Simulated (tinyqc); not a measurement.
From results to parameters: two-site tight-binding chain. Computed by the program tinyqc.

Problem. A two-site chain has site energies +delta (A) and -delta (B) and hoppings t1 > t2 > 0, so E = +/- sqrt(delta^2 + |t1 + t2 exp(-ika)|^2). Find delta, t1 and t2.

upper band at k = 0 = 2.493933 eV
upper band at the zone edge = 0.452217 eV
weight of the upper band on site A at the zone edge = 0.654793

Solution. The weight on A is (1 + delta/E)/2, which gives delta; then t1 + t2 = sqrt(E(0)^2 - delta^2) and t1 - t2 = sqrt(E(edge)^2 - delta^2).

delta, t1, t2 (eV): 0.1400  1.4600  1.0300
